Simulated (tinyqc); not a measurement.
Inside a calculation. Model: drifting, spreading and decaying minority pulse (Haynes-Shockley), explicit time steps.

Numbers from tinyqc (`OMP_NUM_THREADS=1 python tinyqc.py 2310122 2310123 out.jsonl`; about 0.01 s on one thread of a shared Intel Xeon 2.30GHz). Printed values are rounded.

Low injection in a uniform field: dn/dt = D d2n/dx2 - v dn/dx - n/tau with D = mu Vt and v = mu F towards +x. Exact solution on an infinite bar for a Gaussian start at x0: n = N0 exp(-t/tau) exp(-(x - x0 - v t)^2/(2 s^2))/sqrt(2 pi s^2), s^2 = s0^2 + 2 D t.

Inputs (values chosen for the exercise); mobility close to that of germanium at room temperature:
- T = 300 K (temperature)
- mu = 3960 cm^2/(V s) (minority-carrier mobility)
- F = 15 V/cm (sweep field along the drift)
- hx = 50 um (mesh step)
- tau = 4e-7 s (lifetime)
- N0 = 7e10 cm^-2 (injected sheet density)
- dt = 3.6e-8 s (time step)
- s0 = 50 um (initial width (standard deviation))

Constants: q = 1.602176634e-19 C, kB = 1.380649e-23 J/K, Vt = kB T/q. Results are converted to the units shown.

## Coefficients of the scheme

Exponentially fitted fluxes: d = F hx/Vt, B(d) = d/(exp(d) - 1), k = D dt/hx^2; (L n)_i = a n_(i-1) + b n_i + c n_(i+1) with a = k B(-d), c = k B(d), b = -a - c - dt/tau. Explicit steps keep n positive for dt up to 1/[(D/hx^2)(B(d) + B(-d)) + 1/tau].

D = 102.3739 cm^2/s
v = 59400 cm/s
d = 2.901130
a = 0.4525528
b = -0.5674256
c = 0.02487280
positivity limit of dt = 6.344444e-8 s

dt is 0.57 times the explicit limit. On this mesh the fitted flux acts like a diffusion coefficient (d/2) coth(d/2) D = 1.62 D for a travelling pulse, before the error of the time steps.

## Initial pulse

Nodes x_i = i hx, i = 1 to 9, n = 0 at nodes 0 and 10; the Gaussian at t = 0 with x0 = 4 hx.

n at t = 0, node 1 to 9 (in units of 1e12 cm^-3): 0.062046  0.755874  3.387590  5.585192  3.387590  0.755874  0.062046  0.001874  0.000021

## Step 1: densities after a time step

(L n)_i = a n_(i-1) + b n_i + c n_(i+1), n = 0 beyond the ends. Explicit step: n(new) = n + L n.

n at t = 1 dt, node 1 to 9 (in units of 1e12 cm^-3): 0.045640  0.439309  1.946377  4.033333  4.011780  1.861578  0.368959  0.028890  0.000857

## Step 2: densities after a time step

As before.

n at t = 2 dt, node 1 to 9 (in units of 1e12 cm^-3): 0.030670  0.259100  1.141084  2.725339  3.606992  2.629990  1.002783  0.179492  0.013445

## Course in time

The same steps, now on nodes 1 to 60 (n = 0 at nodes 0 and 61), for 24 steps; centre = sum x n/sum n. Deviations are from the exact pulse, as a share of its largest value on the nodes; a run counts as stable if they stay under 100 %.

Course of the iteration:
```
step	hx sum n (cm^-2)	centre (um)	most negative n (cm^-3), 0 if none	largest deviation (% of the peak)
1	6.368366e10	223.5531	0	3.51
2	5.794646e10	247.0762	0	5.83
3	5.272746e10	270.5947	0	7.29
4	4.797954e10	294.1086	0	9.14
5	4.365984e10	317.6187	0	10.8
6	3.972951e10	341.1258	0	11.8
7	3.615327e10	364.6306	0	13.1
8	3.289912e10	388.1337	0	14.8
9	2.993798e10	411.6356	0	14.6
...	...	...	...	...
16	1.547057e10	576.1344	0	21.7
17	1.407821e10	599.6335	0	22.3
18	1.281117e10	623.1325	0	23.6
19	1.165816e10	646.6315	0	23.6
20	1.060893e10	670.1305	0	25.2
21	9.654122e9	693.6294	0	25.4
22	8.785251e9	717.1284	0	26.2
23	7.994578e9	740.6273	0	27.0
24	7.275066e9	764.1262	0	27.1
```

The run is stable. After 24 steps the deviation is 27 % of the peak. From step 1 to the last the centre has moved at 1.10 v and the content is 9.9 % below N0 exp(-t/tau). On an endless mesh these steps would give a speed of 1.10 v and a content of 0.902 times the exact one, from dt/tau = 0.0900 alone; the rest comes from the absorbing ends.
